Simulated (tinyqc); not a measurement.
# Junction parameters from two forward currents

Inverse problem. D(v) = J1 (exp(v/Vt) - 1) + J2 (exp(v/(2 Vt)) - 1). Find J1, J2 and the voltage 2 Vt ln(J2/J1) near which both parts are equal.

Inputs (values chosen for the exercise):
```
symbol  value  unit      meaning
T         300     K  temperature
```

Constants: q = 1.602176634e-19 C, kB = 1.380649e-23 J/K, Vt = kB T/q. Results are converted to the units shown.

junction voltages (V): 0.26  0.65
currents (uA/um): 2.9317121e-7  0.017995382

Solution. The current is linear in J1 and J2, so two points give two equations.

J1 = 2.100e-13 uA/um
J2 = 1.900e-9 uA/um
crossover = 0.4710 V

Numbers from tinyqc (`OMP_NUM_THREADS=1 python tinyqc.py 2182266 2182267 out.jsonl`; about 0.2 s on one thread of a shared Intel Xeon 2.30GHz).
